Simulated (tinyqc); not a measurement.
Length of a molecular wire: coherent transport through a tight-binding bridge. Computed by the program tinyqc. Command: `OMP_NUM_THREADS=1 python tinyqc.py 113991 113992 out.jsonl`; one thread of a shared host (Intel(R) Xeon(R) Processor @ 2.60GHz), about 1 s.

A uniform bridge between two chains:
```
parameter                        value
site energy (eV)              3.570000
hopping in the bridge (eV)    1.110000
lead hopping (eV)             1.660000
couplings (eV)              0.45, 0.94
E (eV)                       -0.450000
```

T = Gamma_L Gamma_R |G_1n|^2 with the self-energies of semi-infinite chains.

Transmission against length:
```
sites           T      ln T
2      1.4462e-03   -6.5388
3      1.3108e-04   -8.9397
4      1.1888e-05  -11.3400
5      1.0782e-06  -13.7402
6      9.7795e-08  -16.1404
7      8.8699e-09  -18.5406
8      8.0450e-10  -20.9408
9      7.2967e-11  -23.3410
10     6.6181e-12  -25.7412
```

E lies outside the band of the bridge (|E - e|/2h = 1.811 > 1), so T decays as exp(-beta n) with beta = 2 arccosh(1.811) = 2.4002 a site; the last two rows give 2.4002.
